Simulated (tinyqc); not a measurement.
Inside a calculation. Model: Heisenberg magnet: exchange from energy differences, ordering vector, linear spin waves and ordering temperature. Computed by tinyqc, a small Python program that keeps every step. Command: `OMP_NUM_THREADS=1 python tinyqc.py 3017106 3017107 out.jsonl magnon walk`. One thread of a shared host (Intel(R) Xeon(R) Processor @ 2.30GHz), about 0.2 s of CPU time with the checks. Intermediate numbers are printed to about 7 digits and carried at full precision; extremes and crossings named in words are read from the listed rows.

H = -sum over pairs <ij> J_ij S_i.S_j - K sum_i (S_i^z)^2, each pair once, J > 0 ferromagnetic. First neighbours: 12 at a (0.5, 0.5, 0), second: 6 at a (1, 0, 0), with all permutations and signs.

Inputs (values chosen for the exercise, for a model magnet): exchange J1 = 0.597 meV; exchange J2 = -0.061 meV; spin S = 1.5; single-ion anisotropy K = 0.038 meV; lattice constant a = 5.49 angstrom; mesh divisions n = 20; temperature T = 20 K.

Lattice: fcc. Order: ferromagnetic.

wave vector q (2 pi/a): [0.15, 0.11, 0.36]

Constants: h x 1 THz = 4.135667696 meV; k_B = 8.617333262e-05 eV/K.

## Energies of ordered states

J(q) = J1 g1(q) + J2 g2(q), g_s(q) = sum over shell s of cos(q.R). A classical spiral or collinear state of wave vector Q has the exchange energy -(S^2/2) J(Q) per site.

States, Q in 2 pi/a:
```
Q                  g1  g2  energy (meV/site)
G (0, 0, 0)        12   6           -7.64775
X (1, 0, 0)        -4   6            3.09825
L (0.5, 0.5, 0.5)   0  -6           -0.41175
W (1, 0.5, 0)      -4   2            2.82375
```

The lowest of these is G (0, 0, 0), 7.236 meV per site below L (0.5, 0.5, 0.5).

## Back from energy differences to J1 and J2

Subtract the first row of the table from the second and third: dE = -(S^2/2)(dg1 J1 + dg2 J2), two equations for two unknowns, as in mapping total energies onto a spin model.

coefficients, columns J1, J2:
```
[[18.0, 0.0],
 [13.5, 13.5]]
```

energy differences (meV/site): [10.746, 7.236]

J1, J2 (meV): [0.597, -0.061]

## Magnon energy at q

g_s(q) = sum over shell s of cos(q.R), z1 = g1(0). E(q) = S [J(0) - J(q)] + (2S - 1) K, J(q) = J1 g1 + J2 g2. The factor 2S - 1 removes the anisotropy for S = 1/2.

g1(q) = 6.473242

g2(q) = 1.441749

E(q) = 4.608132 meV

frequency = 1.114241 THz

## Long waves and the gap

sum R_x^2 over the shells is s1 = 2 a^2 and s2 = 2 a^2. E = gap + D q^2 with D = (S/2)(J1 s1 + J2 s2) and gap = (2S - 1) K.

stiffness D = 24.23264 meV angstrom^2

gap = 0.076 meV

## Dispersion

The formulas are those given above.

Energies (meV); X = (1, 0, 0), L = (0.5, 0.5, 0.5) in 2 pi/a:
```
line  fraction of the way      E(q)  gap + D q^2
G-X                  0.10   0.39168      0.39341
G-X                  0.25   1.99129      2.05979
G-X                  0.50   6.87400      8.01116
G-X                  0.75  12.12271     17.93011
G-X                  1.00  14.40400     31.81665
G-L                  0.10   0.31210      0.31405
G-L                  0.25   1.48892      1.56384
G-L                  0.50   4.90000      6.02737
G-L                  0.75   8.31108     13.46659
G-L                  1.00   9.72400     23.88149
```

At the end of the G-X rows the long-wave form is 2.21 times the true energy. At the end of the G-L rows the long-wave form is 2.46 times the true energy. It holds to 5 % in 3 of the ten rows; nearer the zone boundary the cosine flattens the band.

## Loss of moment

Mesh: q = sum_i (m_i + 1/2)/n b_i, m_i = 0..n-1, b = [[-1, 1, 1], [1, -1, 1], [1, 1, -1]] in 2 pi/a; <..> is the mean over the mesh. n = 1/(exp(E/(k_B T)) - 1); no zero-point loss; thermal loss <n>; moment = S less the losses.

zero-point loss = 0

thermal loss = 0.04003814

moment <S^z> = 1.459962

The thermal loss is 2.67 % of S.

## Ordering temperature

K left out. Mean field: k_B T = S (S + 1) J(Q)/3 at the ordering vector Q; random-phase (Tyablikov): k_B T = [S (S + 1)/3] / <1/(J(Q) - J(q))>; Curie-Weiss theta = S (S + 1) J(0)/(3 k_B).

mean-field ordering temperature = 98.60939 K

random-phase ordering temperature = 72.94885 K

Curie-Weiss temperature = 98.60939 K

The random-phase value is 0.74 of mean field, since it weights the soft long waves (a harmonic mean of J(Q) - J(q) in place of the arithmetic one); on this mesh it lies slightly high.

Checks made by the program: the long-wave formula against the dispersion (relative difference 5e-07).
